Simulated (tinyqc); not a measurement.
Arrhenius plot: admittance spectroscopy and thermally stimulated current of one trap level in a depletion layer. Computed by tinyqc, a small Python program. Command: `OMP_NUM_THREADS=1 python tinyqc.py 3110448 3110449 out.jsonl admit walk`. One thread of a shared host (Intel(R) Xeon(R) Processor @ 2.30GHz), about 0.01 s of CPU time with the checks.

A Schottky junction on n-type material holds one donor-like electron trap; shallow donors are fully ionised and abrupt depletion edges are assumed.

Inputs (values chosen for the exercise, modelled on n-type 4H-SiC): density-of-states mass m = 0.758 m_0; shallow doping N = 8.2e+16 1/cm^3; trap depth E_t below the band = 0.221 eV; capture cross section sigma = 5.5e-17 cm^2; test frequency f = 900000 Hz.

Constants: k_B = 1.380649e-23 J/K; m_0 = 9.1093837015e-31 kg; h = 6.62607015e-34 J s; k_B = 8.617333262e-05 eV/K.

Method:
- N_c = 2 (2 pi m k_B T/h^2)^(3/2), v_th = sqrt(3 k_B T/m), emission rate e_n = sigma v_th N_c exp(-E_t/(k_B T)).
- Where the level crosses the Fermi level capture equals emission, so the trap follows the signal with the rate 2 e_n; G/omega peaks at omega = 2 e_n (the correction for large N_t/N is left out).
- Solve 2 e_n(T_p) = 2 pi f.
- T_p for 0.1, 0.3, 1, 3 and 10 f; least-squares lines of ln(e_n/T^2) and of ln(e_n) against 1/(k_B T), e_n = pi f; sigma = exp(intercept)/(v_th N_c/T^2).

peak temperature T_p = 305.121 K

Peaks:
```
f (Hz)    T_p (K)  1/(k_B T) (1/eV)  ln(e_n/T^2)  ln(e_n)
9.00e+04   248.97            46.611       1.5177   12.552
2.70e+05   273.18            42.480       2.4307   13.651
9.00e+05   305.12            38.033       3.4135   14.855
2.70e+06   340.71            34.060       4.2914   15.953
9.00e+06   389.20            29.816       5.2293   17.157
```

depth from e_n/T^2 = 0.221 eV

cross section from the intercept = 5.50e-17 cm^2

depth without the T^2 = 0.27404 eV

What follows from these numbers?

Leaving out T^2 adds 53 meV, near 2 k_B T_p = 53 meV.

Extremes, crossings and ranges named in words are read from the listed rows.
